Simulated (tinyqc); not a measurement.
Non-radiative capture by multiphonon emission, one effective mode: one step, computed by the program tinyqc.

The initial state (free carrier plus empty centre) lies dE above the final state; both have the same frequency and are displaced by dQ.

Task: Geometry of the two curves. dQ = sqrt(2 S (hbar^2/u)/hbar omega); relaxation energy lambda = S hbar omega; phonons needed P = dE/hbar omega; classical barrier E_b = (dE - lambda)^2/(4 lambda); occupation n = 1/(exp(hbar omega/k_B T) - 1).

Inputs (values chosen for the exercise, with mass, screening and phonons like those of diamond): energy released dE = 1.51 eV; phonon energy hbar omega = 153 meV; Huang-Rhys factor S = 2.64; temperature T = 77 K.

Centre: attractive.

Constants: hbar^2/u = 4.18015928e-03 eV angstrom^2; k_B = 8.617333262e-05 eV/K.

Give: dQ; lambda; P; classical barrier E_b; occupation n.

Result:

dQ = 0.3798 u^(1/2) angstrom

lambda = 0.40392 eV

P = 9.869

classical barrier E_b = 0.7572 eV

occupation n = 9.680e-11

dE exceeds lambda: the inverted case usual for deep centres, in which the curves cross on the far side of the initial minimum.
